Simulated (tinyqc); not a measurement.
Comparisons within one model: buckled dimers of a reconstructed (001) surface, two dangling bonds a dimer. A value that a table varies takes the place of the one given here.

In a dimer one atom moves up by z and the other down by z; the dangling bond of the up atom (more s-like) falls by gm z and that of the down atom rises by gm z. With all dimers tilted alike: H(k) = [[-gm z - 2 ta cos k, -tp - 2 tx cos k], [., gm z - 2 ta cos k]], k along the row in 1/a. Two electrons a dimer fill the lowest N of the 2N levels on the mesh k_j = (j + 1/2) pi/N. Total energy a dimer: W(z) = (2/N) sum of the filled levels + kf z^2. Repulsion between electrons is left out.

Inputs chosen for the exercise (of the size met on Si(001); not measured data): tp = 0.37 eV (pi coupling inside a dimer); ta = 0.18 eV (coupling between like atoms along the row); tx = 0.01 eV (diagonal coupling along the row); gm = 1.89 eV/angstrom (shift of a dangling bond with height); kf = 4.9 eV/angstrom^2 (force constant of buckling); N = 12 (k points).

## Energy against buckling

W relative to z = 0; gap as lowest upper less highest lower level on 201 points from 0 to pi.

Per dimer (eV):

| z (angstrom) | band energy | elastic | W | gap |
|---|---|---|---|---|
| 0.00 | 0.0000 | 0.0000 | 0.0000 | 0.0200 |
| 0.05 | -0.0238 | 0.0123 | -0.0115 | 0.0438 |
| 0.10 | -0.0911 | 0.0490 | -0.0421 | 0.1112 |
| 0.15 | -0.1924 | 0.1103 | -0.0822 | 0.2126 |
| 0.20 | -0.3181 | 0.1960 | -0.1221 | 0.3383 |
| 0.30 | -0.6143 | 0.4410 | -0.1733 | 0.6345 |
| 0.40 | -0.9436 | 0.7840 | -0.1596 | 0.9638 |
| 0.50 | -1.2899 | 1.2250 | -0.0649 | 1.3100 |
| 0.60 | -1.6458 | 1.7640 | 0.1182 | 1.6660 |

What does this show, and why?

W is lowest at z = 0.3 among these rows (-0.1733 eV). The band energy falls as z^2 at first and linearly, as -2 gm z, once gm z is far above tp, so the elastic term always wins at large z. The gap is open at all z.

## Strong pi bonds keep dimers flat

tp is varied; z minimises W on 0 to 1 angstrom; gap on 201 points; charge moved: the mean of gm z/sqrt((gm z)^2 + h^2) over the mesh, h the off-diagonal element.

Against tp:

| tp (eV) | z (angstrom) | gain (eV) | gap (eV) | charge moved (e) |
|---|---|---|---|---|
| 0.10 | 0.3820 | 0.2656 | 0.7383 | 0.990 |
| 0.20 | 0.3709 | 0.2527 | 0.7383 | 0.961 |
| 0.30 | 0.3515 | 0.2228 | 0.7383 | 0.911 |
| 0.45 | 0.3035 | 0.1069 | 0.7384 | 0.787 |
| 0.60 | 0.2192 | 0.0229 | 0.7385 | 0.568 |
| 0.80 | 0.0000 | 0.0000 | 0.8800 | 0.000 |
| 1.00 | 0.0000 | 0.0000 | 1.2800 | 0.000 |
| 1.30 | 0.0000 | 0.0000 | 1.8800 | 0.000 |
| 1.60 | 0.0000 | 0.0000 | 2.4800 | 0.000 |

What does this show?

Dimers buckle for tp up to 0.6 eV among these rows; for an isolated dimer the limit is gm^2/kf = 0.729 eV. While buckled, the splitting, on average over k, stays near 2 gm^2/kf = 1.458 eV whatever tp is, and beyond the limit it follows 2 tp; the gap is smaller by the width of the bands, about 4 ta = 0.72 eV.

## Tilting alike or in alternation

Alternation doubles the cell: sites L1, R1, L2, R2 with levels -gm z, +gm z, +gm z, -gm z, -tp inside a dimer, -2 ta cos k between L1-L2 and R1-R2, -2 tx cos k between L1-R2 and R1-L2, on k_j = (j + 1/2) pi/(2N); the lowest half of the levels is filled. Energies a dimer; gaps on these meshes.

Two patterns:

| z (angstrom) | W alike (eV) | W alternating (eV) | difference (meV) | gap alike (eV) | gap alternating (eV) |
|---|---|---|---|---|---|
| 0.05 | -0.7515 | -0.7768 | -25.2 | 0.0500 | 0.1902 |
| 0.10 | -0.7821 | -0.8317 | -49.6 | 0.1173 | 0.3786 |
| 0.15 | -0.8222 | -0.8855 | -63.4 | 0.2187 | 0.5674 |
| 0.20 | -0.8621 | -0.9312 | -69.1 | 0.3444 | 0.7562 |
| 0.30 | -0.9133 | -0.9815 | -68.2 | 0.6407 | 1.1338 |
| 0.40 | -0.8996 | -0.9613 | -61.7 | 0.9699 | 1.5115 |
| 0.50 | -0.8049 | -0.8596 | -54.7 | 1.3162 | 1.8892 |

What can be read from the table?

The lowest W listed is -0.9133 eV for like tilts and -0.9815 eV for alternation; the difference at equal z runs from -69.1 to -25.2 meV. With alternation ta joins filled up atoms to empty down atoms and gains energy in second order, about 2 ta^2/(gm z) a dimer at large z, while tx does so for like tilts; here ta = 0.18 and tx = 0.01 eV. At z = 0.3 the gap is 0.641 eV alike and 1.134 eV alternating.

## What each parameter does

z minimises W on 0 to 1 angstrom; gain over flat dimers; gap on 201 points from 0 to pi. Each row changes one parameter from the base and keeps the others.

Results:

| case | z (angstrom) | gain (eV) | gap (eV) |
|---|---|---|---|
| base | 0.3323 | 0.1770 | 0.7383 |
| tp = 0.315 eV | 0.3478 | 0.2155 | 0.7383 |
| ta = 0.21 eV | 0.3323 | 0.1555 | 0.6183 |
| tx = 0.04 eV | 0.3320 | 0.1801 | 0.7435 |
| gm = 2.041 eV/angstrom | 0.3750 | 0.2714 | 0.9806 |
| kf = 4.41 eV/angstrom^2 | 0.3812 | 0.2392 | 0.9003 |

What can be read from the table?

The largest shifts from the base row, up to three for each result and ties (the steps differ in size, so this ranks the rows, not the parameters). z (angstrom): kf +0.0489, gm +0.0427, tp +0.0155; unchanged at the printed digits by ta. gain (eV): gm +0.0944, kf +0.0622, tp +0.0385. gap (eV): gm +0.2422, kf +0.1620, ta -0.1200; unchanged at the printed digits by tp.

(tinyqc, `OMP_NUM_THREADS=1 python tinyqc.py 1481569 1481570 out.jsonl`, Intel(R) Xeon(R) Processor @ 2.30GHz, 1 thread, shared host, about 0.05 s.)
